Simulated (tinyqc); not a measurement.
# MOS inversion layer, Poisson-Schroedinger loop: effect of the extra shift of set B (strain)

Electrons confined at an insulator interface at z = 0, treated as a hard wall; parabolic valleys, Hartree approximation, no image or exchange terms. The depletion charge lies far deeper than the electrons and gives a uniform field q Nd/(eps0 eps_r); the gate balances all charge. Energies are counted from the band edge at the interface.

Schroedinger equation -(C/mz) psi'' + (V0 + U + dE for set B) psi = E psi, C = hbar^2/(2 m0), psi(0) = 0, on a uniform mesh of 800 nodes with a far wall at 21 nm, 8 levels a set; V0 = q Nd z/(eps0 eps_r); dU/dz = q (Ns - integral of n from 0 to z)/(eps0 eps_r), U(0) = 0; N_k = g md m0 q Vt/(pi hbar^2) ln(1 + exp((EF - E_k)/Vt)), g the number of valleys of the set, sum N_k = Ns. Triangular well: E_k = a_k (C F^2/mz)^(1/3), a_1 = 2.338107, a_2 = 4.087949, C = hbar^2/(2 m0), F in eV/nm. Fang-Howard (all electrons in the lowest level of set A): b^3 = 6 (mz1/C) q (Nd + 11 Ns/32)/(eps0 eps_r), centroid 3/b, level C b^2/(4 mz1) + (3/b) q (Nd + 11 Ns/16)/(eps0 eps_r). The centroid adds 3.9 z_av/eps_r to an oxide-equivalent thickness.

Values chosen for this exercise; masses and permittivity close to those of silicon (100):
```
symbol,value,unit,meaning
T,300,K,temperature
eps_r,11.5,,relative permittivity
mz1,0.926,m0,mass along z of valley set A (2 valley(s))
md1,0.19,m0,in-plane density-of-states mass of set A
mz2,0.19,m0,mass along z of valley set B (4 valley(s))
md2,0.419,m0,in-plane density-of-states mass of set B
Ns,1.1e13,cm^-2,sheet density of electrons
Nd,5.6e11,cm^-2,sheet density of depletion charge
```

Constants: q = 1.602176634e-19 C, kB = 1.380649e-23 J/K, hbar = 1.054571817e-34 J s, m0 = 9.1093837015e-31 kg, Vt = kB T/q, eps0 = 8.8541878128e-14 F/cm where lengths are in cm, hbar^2/(2 m0) = 0.0380998212 eV nm^2. Results are converted to the units shown.

The same in every row: Fang-Howard centroid (nm) = 1.39.

Result of one run:
```
dE (eV),A1 (meV),B1 (meV),EF (meV),share of A1 (%),share of set A (%),centroid z_av (nm),added oxide equivalent (nm)
0.1,226,406,280,82.4,98.6,1.69,0.572
```

What becomes of these results when the extra shift of set B (strain) dE is changed from 0.1 to 0.07 eV, all else the same?

Result of the changed run:
```
dE (eV),A1 (meV),B1 (meV),EF (meV),share of A1 (%),share of set A (%),centroid z_av (nm),added oxide equivalent (nm)
0.07,226,378,280,81.0,96.0,1.70,0.576
```

The whole series:
```
dE (eV),A1 (meV),B1 (meV),EF (meV),share of A1 (%),share of set A (%),centroid z_av (nm),added oxide equivalent (nm)
-0.05,236,288,260,47.6,49.5,1.99,0.675
-0.02,232,307,268,60.2,64.5,1.88,0.638
0.01,229,327,274,70.6,78.7,1.79,0.607
0.04,227,351,278,77.5,89.8,1.73,0.586
0.07,226,378,280,81.0,96.0,1.70,0.576
0.1,226,406,280,82.4,98.6,1.69,0.572
0.13,226,436,280,82.9,99.6,1.68,0.571
0.16,226,466,281,83.1,99.9,1.68,0.570
```

As dE goes from -0.05 to 0.16, A1 falls from 236 to 226 meV, the share of A1 rises from 47.6 to 83.1 % and the centroid falls from 1.99 to 1.68 nm. The Fang-Howard centroid is 30 % below the full one in the first row, where A1 holds 47.6 %, and 17 % below it in the last, where A1 holds 83.1 %.

tinyqc, about 1 s, one thread, Intel Xeon 2.30GHz (shared host): `OMP_NUM_THREADS=1 python tinyqc.py 2160149 2160150 out.jsonl`
